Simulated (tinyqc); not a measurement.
# Single-photon avalanche diode, trigger probability and counting: two studies

A multiplication layer of width W with the uniform field V/W; alpha = an exp(-bn/E) for electrons, beta = ap exp(-bp/E) for holes (local model, no dead space). a = alpha W, b = beta W. Electrons enter at x = 0, holes at x = W. P0 is the probability that an electron entering at 0 starts a lasting avalanche, PW the same for a hole entering at W.

Values chosen for this exercise; ionisation coefficients close to those of silicon:

| symbol | value | unit | meaning |
|---|---|---|---|
| an | 6.95e5 | 1/cm | electron prefactor |
| bn | 1.2 | MV/cm | electron field |
| ap | 1.61e6 | 1/cm | hole prefactor |
| bp | 2.01 | MV/cm | hole field |
| W | 2 | um | width of the multiplication layer |
| eta | 0.26 |  | probability that a photon makes a pair that enters the layer |
| Gd | 2100 | 1/s | thermal generation rate in the layer |
| td | 5 | ns | dead time |
| Cd | 14 | fF | diode capacitance |
| Rq | 200 | kohm | quench resistance |
| pa | 3e-8 |  | trapping probability per avalanche carrier |
| tt | 25 | ns | trap release time |
| nph | 6.9e6 | 1/s | photon rate |

Constants: q = 1.602176634e-19 C. Results are converted to the units shown.

Each table varies one quantity; the others keep the values above.

## Effect of the width of the multiplication layer

Breakdown: ln(a/b) = a - b with a not equal to b. Above it PW/(1 - PW) = [P0/(1 - P0)] exp(b - a) and b ln(1 - P0) = a ln(1 - PW); the mean over pairs made evenly in the layer is Pm = ln[(1 - PW)/(1 - P0)]/(a - b). The excess bias is 10 % of VB in every row.

Effect of the width of the multiplication layer:
```
W (um)  VB (V)  E at VB (MV/cm)  beta/alpha at VB      P0      PW
0.15     8.668           0.5779            0.5703  0.4707  0.3378
0.25     12.15           0.4859            0.4373  0.5686  0.3481
0.41     17.23           0.4203            0.3372  0.6574  0.3497
0.67     24.80           0.3702            0.2598  0.7365  0.3447
1.1      36.30           0.3300            0.1991  0.8049  0.3341
1.8      53.57           0.2976            0.1524  0.8605  0.3192
3        80.96           0.2699            0.1152  0.9054  0.3001
5        123.3           0.2466           0.08676  0.9386  0.2784
```

What does the comparison show?

As W grows, VB rises from 8.67 to 123 V, as W^(0.76) on average, the breakdown field falls from 0.578 to 0.247 MV/cm and beta/alpha falls from 0.570 to 0.0868. At equal relative excess P0 rises from 0.471 to 0.939 and PW goes from 0.338 through a maximum of 0.350 (at W = 0.41 um among the rows listed) to 0.278. For W = 0.15, 0.25 dead space and band-to-band tunnelling, left out here, matter.

## Effect of the excess bias

PDP = eta P0; dark counts Gd Pm; avalanche charge Cd Vx/q; afterpulse probability pa (Cd Vx/q) exp(-td/tt) Pm; true rate n = nph PDP + dark counts; measured n/(1 + n td) (non-paralysable) or n exp(-n td) (paralysable); recharge time Rq Cd.

Results:
```
Vx (V)  Vx/VB (%)      P0       PW       Pm      PDP  dark counts (1/s)  afterpulse (%)
0.58       0.9949  0.2020  0.03281  0.09568  0.05252              200.9         0.01191
0.92        1.578  0.2988  0.05191   0.1470  0.07768              308.7         0.02903
2.3         3.945  0.5768   0.1284   0.3248   0.1500              682.0          0.1603
3.7         6.347  0.7396   0.2043   0.4648   0.1923              976.0          0.3691
5.8         9.949  0.8696   0.3140   0.6198   0.2261               1301          0.7715
9.3         15.95  0.9560   0.4825   0.7828   0.2486               1644           1.563
15          25.73  0.9918   0.7047   0.9129   0.2579               1917           2.939
23          39.45  0.9992   0.8936   0.9775   0.2598               2053           4.825
```

Estimate the missing row, Vx = 1.5 V.

Computed row:
```
Vx (V)  Vx/VB (%)      P0       PW      Pm     PDP  dark counts (1/s)  afterpulse (%)
1.5         2.573  0.4349  0.08428  0.2273  0.1131              477.3         0.07318
```

With this row back in the table: VB is 58.29 V. P0 rises from 0.202 to 0.999 and PW rises from 0.0328 to 0.894; P0 goes as Vx^(0.85) at the start and Vx^(0.02) at the end. Electrons trigger better in every row. The afterpulse probability keeps growing, as Vx^(1.16) at the end, because the avalanche charge grows with Vx. For Vx = 15, 23 the excess bias passes a quarter of VB, where tunnelling adds dark counts that are left out here.

Program tinyqc, `OMP_NUM_THREADS=1 python tinyqc.py 2630115 2630116 out.jsonl`; Intel Xeon 2.30GHz, shared host, one thread, about 0.01 s.
